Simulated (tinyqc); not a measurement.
Valley-orbit splitting of a donor ground state, with strain: one step, computed by the program tinyqc. Command: `OMP_NUM_THREADS=1 python tinyqc.py 3002305 3002306 out.jsonl valleyorbit walk`. One thread of a shared host (Intel(R) Xeon(R) Processor @ 2.30GHz), about 0.01 s of CPU time with the checks.

The basis is the 1s envelope in each valley; energies are counted from the unstrained conduction-band edge. The strain is e_s (a a^T - 1/3) for the unit stress axis a, so valley j along n_j moves by Xi_u e_s w_j with w_j = (n_j.a)^2 - 1/3: -1/3 for x and y, +2/3 for z.

Task: Levels without strain. By symmetry: E(A1) = E_0 + Lambda + 4 Delta_1 + Delta_2 (one state), E(T2) = E_0 + Lambda - Delta_2 (three), E(E) = E_0 + Lambda - 2 Delta_1 + Delta_2 (two), as binding energies.

Inputs (values chosen for the exercise, modelled on donors in silicon):

| quantity | value | unit |
|---|---|---|
| single-valley binding energy E_0 | 31.4 | meV |
| central-cell shift Lambda | 2.6 | meV |
| coupling Delta_1 | 3.92 | meV |
| coupling Delta_2 | 2.98 | meV |

Valleys: six along <100>. Stress axis: [001].

Give: E(A1); E(T2); E(E).

Result:

E(A1) = 52.66 meV

E(T2) = 31.02 meV

E(E) = 29.14 meV

Only A1 has all valley amplitudes in phase, so only it has weight at the nucleus. Of the upper states T2 is bound more strongly, because Delta_1 is larger than Delta_2.
